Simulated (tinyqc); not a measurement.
Worked calculation: overlap of hydrogenic dopants: pairs, impurity band and the Mott density. Values are carried at full precision from step to step, so a last printed digit may differ when a step is redone from the rounded ones.

Ry* = Ry m/eps^2, aB = a0 eps/m. For 1s orbitals a distance rho = R/aB apart, in Ry*: overlap S = exp(-rho)(1 + rho + rho^2/3), J = (2/rho)(1 - (1 + rho) exp(-2 rho)) (attraction to the other ion), Kx = 2 (1 + rho) exp(-rho) (exchange of one electron). One electron on a pair has E = -1 - (J +/- Kx)/(1 +/- S), without the repulsion 2/rho of the ions. Hopping after orthogonalisation: t = (Kx - S J)/(1 - S^2), half the splitting. Dopants on a lattice with z neighbours, n = (3 sqrt3/4)/R^3 (bcc), give a band of width B = 2 z t, as on any lattice of two interpenetrating sublattices. Valleys, central cells and disorder are left out.

Constants: Ry = 13.60569312 eV; a0 (Bohr radius) = 0.5291772105 angstrom; hbar = 6.58211957e-16 eV s.

Parameters, chosen for this exercise (an isotropic mass and dielectric constant of the size used for donors in Ge; the results hold for these values, not for the real material):
```
symbol  value  unit    meaning
m       0.116  m0      mass
eps     16             dielectric constant
N       0.029  1/aB^3  dopant density
rho     3.8    aB      distance of a pair
u       0.945  Ry*     cost of a second electron on one dopant
z       8              neighbours in the dopant lattice
```

## Scales

Form Ry*, aB, and the density N in 1/cm^3 (1/angstrom^3 = 1e24/cm^3).

Ry* = 6.165 meV
aB = 72.990 angstrom
density = 7.458e+16 1/cm^3

## A pair with one electron

Form S, J, Kx, the two levels, t, and the total energy of the lower state with the repulsion, relative to a distant pair (-1).

S, J, Kx: 0.21506  0.52505  0.21476

levels (Ry*): even -1.60887, odd -1.39531

t = 0.10678 Ry*
energy of the pair against a distant one (negative: bound) = -0.08255 Ry*

In this host the pair is 27.7 nm long and its splitting 2t is 1.32 meV.

## The pair with two electrons (two-site Hubbard model)

t is the hopping between the two dopants. Singlet at (u - sqrt(u^2 + 16 t^2))/2 below the triplet at 0; estimate 4 t^2/u; weight of double occupancy (1 - u/sqrt(u^2 + 16 t^2))/2; swap time pi hbar/Jx with Jx the splitting in eV. t and u are in units of Ry*.

singlet-triplet splitting (meV): exact 0.2837, 4 t^2/u 0.2976

double occupancy = 0.0444
swap time = 7.29 ps

The estimate is 4.9 % too high at 4t/u = 0.45.

## The impurity band at this density

Form R/aB, t, B = 2 z t and N^(1/3) aB. Two estimates of the gap between the Hubbard bands: u - B (rigid bands, closing at B = u) and the Hubbard-III rule, which closes at B = (2/sqrt3) u; give B/u.

R/aB = 3.5515
t = 0.12829 Ry*

B: in Ry* 2.053, in meV 12.655

N^(1/3) aB = 0.3072
B/u = 2.172

Both rules close the gap: a metal (at such spacings hopping beyond nearest neighbours, left out, counts too). Mott's screening rule, N^(1/3) aB = 0.26, puts this density on the metallic side.

## Checks

- Overlap S against numerical integration in elliptic coordinates: both 0.21506.

Run: tinyqc, `OMP_NUM_THREADS=1 python tinyqc.py 1452062 1452063 out.jsonl`; Intel(R) Xeon(R) Processor @ 2.30GHz, one thread, shared host; about 0.01 s of CPU time with all checks.
